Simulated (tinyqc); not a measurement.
## Abrupt p-n junction, non-linear Poisson equation by Newton steps: effect of temperature

One dimension, p side on the left, n side on the right; net doping C = -Na for x < 0 and +Nd for x > 0. The potential psi is counted from the intrinsic level, and the quasi-Fermi potentials are flat: 0 for holes and -V for electrons, so n = ni exp((psi + V)/Vt) and p = ni exp(-psi/Vt) (Boltzmann statistics, full ionisation, no current). Under reverse bias this makes the minority densities vanishingly small everywhere; they play no part in the charge.

Nc and Nv are given at 300 K and scale as (T/300 K)^1.5; Eg and eps_r are held fixed and ionisation stays complete. ni = sqrt(Nc Nv) exp(-Eg/(2 Vt)), Eg in volts. Depletion approximation: Vbi = Vt ln(Na Nd/ni^2), W = sqrt(2 eps0 eps_r (Vbi - V)(1/Na + 1/Nd)/q), xp = W Nd/(Na + Nd), xn = W Na/(Na + Nd), peak field 2 (Vbi - V)/W, capacitance eps0 eps_r/W. Exact first integral for an abrupt junction with thick neutral sides: psi_p = -Vt ln(Na/ni), psi_n = Vt ln(Nd/ni) - V, psi_j = (Nd psi_n + Na psi_p - Vt (Nd - Na))/(Na + Nd) at the junction, n_j = ni exp((psi_j + V)/Vt), p_j = ni exp(-psi_j/Vt), and E_j^2 = (2 q/(eps0 eps_r)) [Nd (psi_n - psi_j - Vt) + Vt (n_j + p_j)] (minority densities of the neutral sides neglected).

Parameters, values chosen for the exercise; band and dielectric values those of a made-up semiconductor: band gap Eg = 1.18 eV; relative permittivity eps_r = 9.75; conduction-band density of states at the reference temperature Nc = 5.4e17 cm^-3; valence-band density of states at the reference temperature Nv = 1.14e19 cm^-3; acceptor density of the p side Na = 4.8e17 cm^-3; donor density of the n side Nd = 3.9e15 cm^-3; bias of the p side against the n side V = -2.4 V.

Constants: q = 1.602176634e-19 C, kB = 1.380649e-23 J/K, Vt = kB T/q, eps0 = 8.8541878128e-14 F/cm where lengths are in cm. Results are converted to the units shown.

The same in every row: share of W on the n side (%) = 99.19.

Result of one run:

| ni (cm^-3) | Vbi (V) | W (nm) | peak field, depletion (kV/cm) | peak field, exact (kV/cm) |
|---|---|---|---|---|
| 5.372e7 | 0.9896 | 971.7 | 69.77 | 72.91 |

Which temperature T gave this result: 200, 280, 320 or 360 K?

T = 280 K.

The whole series:

| T (K) | ni (cm^-3) | Vbi (V) | W (nm) | peak field, depletion (kV/cm) | peak field, exact (kV/cm) |
|---|---|---|---|---|---|
| 200 | 1833 | 1.061 | 981.9 | 70.50 | 71.75 |
| 240 | 7.242e5 | 1.026 | 977.0 | 70.14 | 72.27 |
| 280 | 5.372e7 | 0.9896 | 971.7 | 69.77 | 72.91 |
| 320 | 1.395e9 | 0.9514 | 966.2 | 69.37 | 73.64 |
| 360 | 1.794e10 | 0.9118 | 960.5 | 68.96 | 74.43 |
| 400 | 1.407e11 | 0.8711 | 954.6 | 68.54 | 75.28 |
| 440 | 7.696e11 | 0.8294 | 948.5 | 68.10 | 76.16 |
| 480 | 3.207e12 | 0.7867 | 942.2 | 67.65 | 77.06 |

ni rises from 1830 to 3.21e12 cm^-3, while Vbi falls from 1.06 to 0.787 V, on average -0.981 mV/K; W falls from 982 to 942 nm. The depletion field is 1.7 % below the exact one in the first row and 12 % below it in the last.

Program tinyqc, `OMP_NUM_THREADS=1 python tinyqc.py 2000071 2000072 out.jsonl`; Intel Xeon 2.30GHz, shared host, one thread, about 0.03 s.
